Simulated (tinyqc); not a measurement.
Worked calculation: Schottky barrier with interface states (Cowley-Sze model), image lowering and contact resistance. Computed by tinyqc, a small Python program that keeps every step. Command: `OMP_NUM_THREADS=1 python tinyqc.py 3004142 3004143 out.jsonl pinning walk`. One thread of a shared host (Intel(R) Xeon(R) Processor @ 2.30GHz), about 0.01 s of CPU time with the checks. Intermediate numbers are printed to about 6 digits and carried at full precision; extremes and crossings named in words are read from the listed rows.

An n-type semiconductor under a metal. The barrier lies between the Schottky-Mott limit phi_M - chi and the Bardeen limit E_g - E_n, E_n being the neutrality level of the interface states; the space-charge term of the full Cowley-Sze expression is left out.

Inputs (values chosen for the exercise, with gap, mass and screening modelled on InP):
```
quantity,value,unit
gap E_g,1.35,eV
electron affinity chi,4.4,eV
metal work function phi_M,5.15,eV
neutrality level E_n above the valence band,0.835,eV
optical dielectric constant eps_opt,9.57,-
dielectric constant eps_s,12.9,-
electron mass m_e,0.0765,m_0
valleys M_c,1,-
donor density N,2.4e+17,cm^-3
temperature T,350,K
reverse bias V_r,0.31,V
```

Pinning factor from: Moench relation.

Constants: k_B = 8.617333262e-05 eV/K; m_0 = 9.1093837015e-31 kg; k_B = 1.380649e-23 J/K; h = 6.62607015e-34 J s; eps_0 = 8.8541878128e-12 F/m; e = 1.602176634e-19 C; hbar = 1.054571817e-34 J s.

## Pinning factor and barrier

S = 1/(1 + 0.1 (eps_opt - 1)^2), an empirical relation for metal-induced gap states. phi_B = S (phi_M - chi) + (1 - S)(E_g - E_n); the hole barrier is E_g - phi_B.

pinning factor S = 0.119840

Schottky-Mott barrier = 0.75 eV

Bardeen barrier = 0.515 eV

barrier phi_B = 0.543162 eV

hole barrier = 0.806838 eV

The contact is strongly pinned: the metal hardly matters.

## Depletion layer and image lowering under reverse bias

N_c = 2 M_c (2 pi m_e k_B T/h^2)^(3/2); xi = E_c - E_F solves N = N_c F_1/2(-xi/k_B T) (bisection; full ionisation). F_1/2(eta) = (2/sqrt(pi)) int_0^infinity sqrt(x)/(1 + exp(x - eta)) dx, by the trapezoid rule in t = sqrt(x) with step 0.02 up to t = 12 (for eta < -12 by exp(eta) - exp(2 eta)/2^(3/2)). V_bi = phi_B - xi; W = sqrt(2 eps_s eps_0 (V_bi + V_r - k_B T/e)/(e N)); field at the metal E_m = e N W/(eps_s eps_0); image lowering sqrt(e E_m/(4 pi eps_s eps_0)).

N_c = 6.69090e+17 cm^-3

xi = 0.0271172 eV

built-in voltage V_bi = 0.516045 V

depletion width W = 68.7620 nm

field E_m = 231490 V/cm

image lowering = 0.0508331 eV

Caution: E_00 = (e hbar/2) sqrt(N/(m_e eps_s eps_0)) is above 0.3 k_B T, so tunnelling through the barrier adds to the thermionic currents, most of all under reverse bias.

## Thermionic current

A* = 4 pi e m_e M_c k_B^2/h^3 (a simple valley count); J_s = A* T^2 exp(-phi/k_B T). J_0 uses phi_B; the reverse current uses phi_B less the image lowering, times 1 - exp(-V_r/k_B T).

Richardson constant A* = 9.19325 A cm^-2 K^-2

J_0 = 0.0169986 A/cm^2

thermionic reverse current = 0.0916985 A/cm^2

Image lowering raises the reverse current by a factor 5.39.

## Tunnelling scale and contact resistivity

E_00 = (e hbar/2) sqrt(N/(m_e eps_s eps_0)), E_0 = E_00 coth(E_00/k_B T); scaling form of the contact resistivity rho_c = (k_B/(e A* T)) exp(phi_B/E_0), which is the thermionic result when E_00 << k_B T and keeps only the leading exponential of tunnelling when E_00 >> k_B T; image lowering is left out of it.

E_00 = 0.00915603 eV

E_00/k_B T = 0.303575

E_0 = 0.0310815 eV

contact resistivity rho_c = 1.04065 ohm cm^2

With the usual bounds 0.5 and 5 on E_00/k_B T the regime is thermionic emission.

## Choosing the metal

The formulas are those given above.

Against work function:
```
phi_M (eV),Schottky-Mott (eV),phi_B (eV),J_0 (A/cm^2),rho_c (ohm cm^2)
4.40,0.00,0.453283,0.334675,0.0577
4.59,0.19,0.476052,0.157310,0.1201
4.79,0.39,0.500020,0.071061,0.2597
4.98,0.58,0.522790,0.033402,0.5403
5.17,0.77,0.545559,0.015700,1.1241
5.36,0.96,0.568329,0.007380,2.3386
5.56,1.16,0.592297,0.003334,5.0564
5.75,1.35,0.615066,0.001567,10.5196
```

A span of 1.35 eV in work function moves the barrier by 0.162 eV (slope S = 0.120) and rho_c by 2.3 decades. The barrier equals its Schottky-Mott value only at phi_M = chi + E_g - E_n = 4.92 eV, where the interface states are neutral.

## Doping the contact

Regimes: thermionic below E_00/k_B T = 0.5, field emission above 5.

Against doping:
```
N (cm^-3),1e10/sqrt(N),E_00/k_B T,rho_c (ohm cm^2),regime
1.00e+16,1.00000e+02,6.19670e-02,1.73394e+00,thermionic emission
1.00e+17,3.16228e+01,1.95957e-01,1.41395e+00,thermionic emission
1.00e+18,1.00000e+01,6.19670e-01,2.40448e-01,thermionic-field emission
3.00e+18,5.77350e+00,1.07330e+00,1.54780e-02,thermionic-field emission
1.00e+19,3.16228e+00,1.95957e+00,1.83520e-04,thermionic-field emission
3.00e+19,1.82574e+00,3.39407e+00,5.33352e-06,thermionic-field emission
1.00e+20,1.00000e+00,6.19670e+00,4.89755e-07,field emission
3.00e+20,5.77350e-01,1.07330e+01,1.43397e-07,field emission
1.00e+21,3.16228e-01,1.95957e+01,6.71373e-08,field emission
```

Over the thermionic rows rho_c changes by a factor 1.2 only, and then it falls fast, by 7.4 decades in all; in field emission ln rho_c is linear in 1/sqrt(N). It passes below 1e-7 ohm cm^2 at N = 1e21 cm^-3 of those listed.

Checks made by the program: charge in the layer against the field (relative difference below 1e-10).
